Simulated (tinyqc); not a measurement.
Scale length and barrier from the threshold roll-off.

Problem. For L well above Lambda the threshold falls by 2 m sqrt(A (A + Vds)) exp(-pi L/(2 Lambda)), A being the height of the source potential over the barrier top; the two values follow this form. Find Lambda and A.

Parameters, values chosen for the exercise: long-channel body factor m = 1; drain voltage Vds = 0.8 V.

threshold lowering at L = 22 and 35 nm (mV): [84.743452, 13.406304]

Solution. The ratio of the two values gives Lambda; the prefactor gives A (A + Vds), a quadratic with one positive root.

Lambda = 11.1 nm
A = 0.640 V

Computed by the program tinyqc: `OMP_NUM_THREADS=1 python tinyqc.py 2420138 2420139 out.jsonl`, one thread of a shared Intel Xeon 2.30GHz, about 0.01 s for the whole run.
